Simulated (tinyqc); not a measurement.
MOS inversion layer, Poisson-Schroedinger loop: mixing schemes compared.

Electrons confined at an insulator interface at z = 0, treated as a hard wall; parabolic valleys, Hartree approximation, no image or exchange terms. The depletion charge lies far deeper than the electrons and gives a uniform field q Nd/(eps0 eps_r); the gate balances all charge. Energies are counted from the band edge at the interface.

V0 = q Nd z/(eps0 eps_r) in eV.

Tridiagonal Hamiltonian with psi = 0 one step beyond both ends: H_ii = C (1/m_(i-1/2) + 1/m_(i+1/2))/hz^2 + V0_i + U_i, H_(i,i+1) = -C/(m_(i+1/2) hz^2), C = hbar^2/(2 m0). The lowest 2 level(s) are kept, normalised to hz sum |psi|^2 = 1. The mass is the same on all intervals.

Level k holds N_k = D_k Vt ln(1 + exp((EF - E_k)/Vt)) with D = md1 m0 q/(pi hbar^2) per eV (spin included); EF is fixed by sum N_k = Ns.

n_i = sum_k N_k |psi_k|^2 (converted to cm^-3). Hartree part by Gauss: on the interval before node i the electrons still beyond are S_i = Ns - hz sum_(j<i) n_j, and U_i = U_(i-1) + q S_i hz/(eps0 eps_r) in eV, U_0 = 0 at the interface. Mixing: U(new) = U + a (U(out) - U).

Rounds from U = 0 until the largest |U(out) - U| is below 1e-7 eV (the round that meets it is counted). Anderson mixing of depth m keeps the last m inputs V and residuals F = V(out) - V(in), fits c by least squares to F = dF c over their successive differences dF, dV, and sets V(new) = V + a F - (dV + a dF) c.

Inputs (values chosen for the exercise); masses and permittivity close to those of In0.53Ga0.47As: temperature T = 400 K; relative permittivity eps_r = 14; mass along z of valley set A (1 valley(s)) mz1 = 0.0415 m0; in-plane density-of-states mass of set A md1 = 0.0414 m0; sheet density of electrons Ns = 9.9e11 cm^-2; sheet density of depletion charge Nd = 2.6e11 cm^-2; mesh step hz = 2.7 nm.

Constants: q = 1.602176634e-19 C, kB = 1.380649e-23 J/K, hbar = 1.054571817e-34 J s, m0 = 9.1093837015e-31 kg, Vt = kB T/q, eps0 = 8.8541878128e-14 F/cm where lengths are in cm, hbar^2/(2 m0) = 0.0380998212 eV nm^2. Results are converted to the units shown.

| node | z (nm) |
|---|---|
| 1 | 2.7 |
| 2 | 5.4 |
| 3 | 8.1 |
| 4 | 10.8 |
| 5 | 13.5 |
| 6 | 16.2 |
| 7 | 18.9 |
| 8 | 21.6 |
| 9 | 24.3 |
| 10 | 27 |
| 11 | 29.7 |
| 12 | 32.4 |
| 13 | 35.1 |
| 14 | 37.8 |
| 15 | 40.5 |

Rounds needed:

| a | depth m | rounds |
|---|---|---|
| 1 | plain | 23 |
| 0.8 | plain | 11 |
| 0.6 | plain | 16 |
| 0.4 | plain | 27 |
| 0.2 | plain | 60 |
| 0.1 | plain | 125 |
| 0.5 | 2 | 11 |
| 0.5 | 4 | 9 |
| 0.5 | 8 | 9 |

What does the table show?

Among the plain runs a = 0.8 is fastest, with 11 rounds; larger factors overshoot and smaller ones creep. Anderson mixing needs 9 to 11 rounds.

Numbers from tinyqc (`OMP_NUM_THREADS=1 python tinyqc.py 2160030 2160031 out.jsonl`; about 0.6 s on one thread of a shared Intel Xeon 2.30GHz).
